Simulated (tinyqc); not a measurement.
Bandgap voltage reference from two bipolar transistors: two steps of the calculation.

Two transistors of area 1 and N carry the same current I. Is(T) = Is (T/T0)^eta exp[(Vg0 q/kB)(1/T0 - 1/T)], VBE1 = Vt ln(I/Is(T)) + I rb, VBE2 = Vt ln(I/(N Is(T))) + I rb/N. The amplifier forces I R1(T) = VBE1 - VBE2 + Vos, with R(T) = R (1 + tc (T - T0)) for both resistors, and the output is Vref = VBE1 + I R2(T). Base currents and the Early effect are neglected.

Inputs (values chosen for the exercise); values of the order met in silicon bipolar transistors:
```
symbol,value,unit,meaning
T0,300,K,reference temperature
Vg0,1.146,V,band-gap voltage extrapolated to 0 K
eta,4,,temperature exponent of the saturation current
Is,2.4e-18,A,saturation current of the unit transistor at T0
N,15,,area ratio of the second transistor
R1,27,kohm,"resistor across which the difference of VBE falls, at T0"
tc,900,ppm/K,temperature coefficient of both resistors
Vos,-0.9,mV,offset of the amplifier
rb,0,ohm,series resistance of the unit transistor
R2,192.4,kohm,output resistor at T0
```

Constants: q = 1.602176634e-19 C, kB = 1.380649e-23 J/K. Results are converted to the units shown.

Problem 1. Operating point at the reference temperature. Vt = kB T/q; I = (Vt ln N + Vos)/(R1(T) - rb (1 - 1/N)). Evaluate at T = T0.

Find: Vt; I; Is(T); VBE1; I R2; Vref.

Solution 1.

Vt = 0.02585 V
I = 2.560 uA
Is(T) = 2.400e-18 A
VBE1 = 0.7160 V
I R2 = 0.4925 V
Vref = 1.208 V

Problem 2. Resistor for zero slope at T0, ideal case. With tc = 0, Vos = 0 and rb = 0 the current is proportional to T, dVBE/dT = (VBE - Vg0 - (eta - 1) Vt)/T, and Vref has zero slope at T0 when Vref = Vg0 + (eta - 1) Vt0. Find VBE1, its slope, that Vref, R2/R1 and the curvature d2Vref/dT2 = -(eta - 1) kB/(q T0).

Find: VBE1; dVBE/dT; Vref; R2/R1; curvature.

Solution 2.

VBE1 = 0.7163 V
dVBE/dT = -1.691 mV/K
Vref = 1.224 V
R2/R1 = 7.245
curvature = -0.8617 uV/K^2

tinyqc, about 0.03 s, one thread, Intel Xeon 2.30GHz (shared host): `OMP_NUM_THREADS=1 python tinyqc.py 2062138 2062139 out.jsonl`
